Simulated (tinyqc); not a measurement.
A short-path metal as competitor: size effects in the resistivity of thin metal films and interconnect lines. Computed by tinyqc, a small Python program. Command: `OMP_NUM_THREADS=1 python tinyqc.py 3020653 3020654 out.jsonl size walk`. One thread of a shared host (Intel(R) Xeon(R) Processor @ 2.30GHz), about 0.01 s of CPU time with the checks.

Electrons lose their drift at surfaces (a share 1 - p of the hits) and at grain boundaries (reflection R), besides bulk scattering. The line sits in a trench with a non-conducting liner on both walls and the bottom; the spacing equals the drawn width.

Inputs (values chosen for the exercise, modelled on platinum):
```
quantity,value,unit
bulk resistivity rho_b,10.4,microohm cm
bulk mean free path lambda,7.83,nm
specularity p,0,-
grain-boundary reflection R,0.52,-
grain size over metal width,1.5,-
aspect ratio (height over width),2.7,-
liner thickness t,1.7,nm
competitor: rho_b relative to this metal,1.9,-
competitor: lambda relative to this metal,0.49,-
competitor: liner relative to t,0,-
```

Geometry: line.

Method:
- Fuchs-Sondheimer film: rho_b/rho = 1 - (3/(2 kappa))(1 - p) int_0^1 (s - s^3)(1 - exp(-kappa/s))/(1 - p exp(-kappa/s)) ds, f = rho/rho_b, kappa = thickness/lambda, 80 Gauss-Legendre points.
- Line: the excess of a film of thickness w_m and of a film of thickness h_m are added, rho/rho_b = 1 + (f(w_m) - 1) + (f(h_m) - 1), an estimate that holds best when both sides exceed lambda.
- Mayadas-Shatzkes: alpha = (lambda/D) R/(1 - R); rho_b/rho = 1 - 3 alpha/2 + 3 alpha^2 - 3 alpha^3 ln(1 + 1/alpha).
- w_m = w - 2t, h_m = (aspect ratio) w - t, D = (ratio) w_m; rho = rho_b [1 + surface excess + grain excess].
- Effective resistivity rho (aspect ratio) w^2/(w_m h_m) for the metal with its liner, for the same metal without liner, and for a competitor with its own rho_b, lambda and liner, and for that competitor with the liner t; p, R, aspect and grain ratios are the same.

Effective resistivity (microohm cm):
```
w (nm),this metal,without liner,competitor,"competitor, liner t"
200,11.29,11.048,20.364,20.79
100,12.23,11.694,20.967,21.88
50,14.31,12.990,22.170,24.27
30,17.57,14.733,23.777,27.94
20,22.63,16.936,25.794,33.52
14,31.23,19.790,28.409,42.87
10,48.18,23.601,31.927,61.08
7,96.34,29.292,37.239,111.95
5,302.21,36.797,44.336,323.84
```

What does the comparison show, and why?

The competitor wins below a width between 20.0 and 14.0 nm. In narrow lines rho scales as rho_b lambda/w, and the product rho_b lambda of the competitor is 0.93 times this metal's. At the narrowest width the liner costs this metal a factor 8.21. With the same liner the competitor wins nowhere in the table; at the narrowest width the thinner liner lowers it from 324 to 44.3. Rows with w - 2t below lambda stretch the additive estimate. Metal widths below about 5 nm are outside this semiclassical model.

Extremes, crossings and ranges named in words are read from the listed rows.
